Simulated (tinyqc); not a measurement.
## Trap density from the barrier height

Problem. In a partly depleted grain with all boundary traps filled, 2 N W = Qt and VB = q N W^2/(2 eps0 eps_r). Find Qt, W and the doping at which VB would equal Vt.

Parameters, values chosen for the exercise: temperature T = 300 K; relative permittivity eps_r = 11.7.

Constants: q = 1.602176634e-19 C, kB = 1.380649e-23 J/K, Vt = kB T/q, eps0 = 8.8541878128e-14 F/cm where lengths are in cm. Results are converted to the units shown.

doping = 1.1e18 cm^-3
barrier height = 0.10123149 V

Answer. Eliminating W gives VB = q Qt^2/(8 eps0 eps_r N), which falls as 1/N.

Qt = 2.400e12 cm^-2
W = 10.91 nm
doping for VB = Vt = 4.307e18 cm^-3

Computed by the program tinyqc: `OMP_NUM_THREADS=1 python tinyqc.py 2830303 2830304 out.jsonl`, one thread of a shared Intel Xeon 2.30GHz, about 0.01 s for the whole run.
